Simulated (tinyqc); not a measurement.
# Small-signal admittance of a forward-biased p+-n diode: what changes with what

Holes injected into a neutral base of width wb with an ohmic contact at its end; low injection, p0 far above the equilibrium density. A small voltage v exp(i w t), w = 2 pi f, modulates the edge density by p0 v/Vt, and the small-signal density obeys Dp d2p/dx2 = (1/tau + i w) p.

Parameters, values chosen for the exercise; permittivity close to that of silicon: temperature T = 300 K; relative permittivity eps_r = 11.7; donor density of the base Nd = 1.6e16 cm^-3; hole diffusion coefficient Dp = 5 cm^2/s; hole lifetime tau = 4e-6 s; width of the neutral base wb = 76 um; excess hole density at the junction edge p0 = 7.8e13 cm^-3; acceptor density of the p+ side Na = 9e19 cm^-3; series resistance Rs = 0.0093 ohm cm^2; signal frequency f = 18000 Hz.

Constants: q = 1.602176634e-19 C, kB = 1.380649e-23 J/K, Vt = kB T/q, eps0 = 8.8541878128e-14 F/cm where lengths are in cm. Results are converted to the units shown.

Each table varies one quantity; the others keep the values above.

## Admittance against frequency

L = sqrt(Dp tau); direct current J = (q Dp p0/L) coth(wb/L); k = sqrt(1 + i w tau)/L; diffusion admittance Y = (q Dp p0/Vt) k coth(k wb) = G + i w C_diff; junction capacitance C_j = sqrt(q eps0 eps_r Nd/(2 Vr)) in the depletion approximation, with the remaining barrier Vr = Vt ln(Na/p0), a rough value under forward bias; base-width modulation is left out. Measured admittance 1/[Rs + 1/(Y + i w C_j)].

The same in every row: C_j (uF/cm^2) = 0.06066.

Admittance against frequency:

| f (Hz) | w tau | G (S/cm^2) | C_diff (uF/cm^2) | measured G (S/cm^2) | measured C (uF/cm^2) | phase of the measured Y (degrees) |
|---|---|---|---|---|---|---|
| 100 | 0.002513 | 0.5778 | 0.8929 | 0.5747 | 0.9434 | 0.05909 |
| 600 | 0.01508 | 0.5778 | 0.8929 | 0.5747 | 0.9434 | 0.3545 |
| 2000 | 0.05027 | 0.5779 | 0.8928 | 0.5748 | 0.9433 | 1.181 |
| 10000 | 0.2513 | 0.5797 | 0.8914 | 0.5766 | 0.9419 | 5.860 |
| 40000 | 1.005 | 0.6058 | 0.8701 | 0.6029 | 0.9203 | 20.99 |
| 2e5 | 5.027 | 0.9426 | 0.6221 | 0.9411 | 0.6709 | 41.85 |
| 7e5 | 17.59 | 1.649 | 0.3542 | 1.654 | 0.4023 | 46.94 |
| 3e6 | 75.40 | 3.340 | 0.1749 | 3.407 | 0.2212 | 50.75 |
| 1e7 | 251.3 | 6.071 | 0.09623 | 6.507 | 0.1395 | 53.41 |

What does the table show?

G starts at J/Vt = 0.578 S/cm^2 and C_diff at (J tau/(2 Vt))(1 - 2 x/sinh 2x) = 0.893 uF/cm^2, x = wb/L = 1.70. Between the last two rows G goes as f^(0.50) and C_diff as f^(-0.50); the limits are 1/2 and -1/2, reached when the signal penetrates only sqrt(Dp/w). The measured C is 1.1 % below C_diff + C_j in the first row and 11 % below it in the last, the difference being due to Rs.

## Effect of the width of the neutral base

Same model as above.

The same in every row: w tau = 0.4524; C_j (uF/cm^2) = 0.06066.

Effect of the width of the neutral base:

| wb (um) | G (S/cm^2) | C_diff (uF/cm^2) | measured G (S/cm^2) | measured C (uF/cm^2) | phase of the measured Y (degrees) |
|---|---|---|---|---|---|
| 2.2 | 11.00 | 0.03544 | 9.975 | 0.07909 | 0.05138 |
| 4.4 | 5.511 | 0.07081 | 5.242 | 0.1190 | 0.1470 |
| 8.8 | 2.782 | 0.1411 | 2.712 | 0.1917 | 0.4580 |
| 17 | 1.490 | 0.2688 | 1.469 | 0.3205 | 1.413 |
| 34 | 0.8438 | 0.5087 | 0.8372 | 0.5605 | 4.330 |
| 68 | 0.5995 | 0.8396 | 0.5963 | 0.8903 | 9.586 |
| 140 | 0.5542 | 1.040 | 0.5515 | 1.090 | 12.60 |
| 270 | 0.5535 | 1.055 | 0.5508 | 1.105 | 12.78 |

As wb goes from 2.2 to 270, G falls from 11.0 to 0.553 S/cm^2, C_diff rises from 0.0354 to 1.06 uF/cm^2 and the measured C rises from 0.0791 to 1.10 uF/cm^2. C_diff exceeds C_j for wb = 4.4, 8.8, 17, 34, 68, 140, 270.

tinyqc, about 0.01 s, one thread, Intel Xeon 2.30GHz (shared host): `OMP_NUM_THREADS=1 python tinyqc.py 2890117 2890118 out.jsonl`
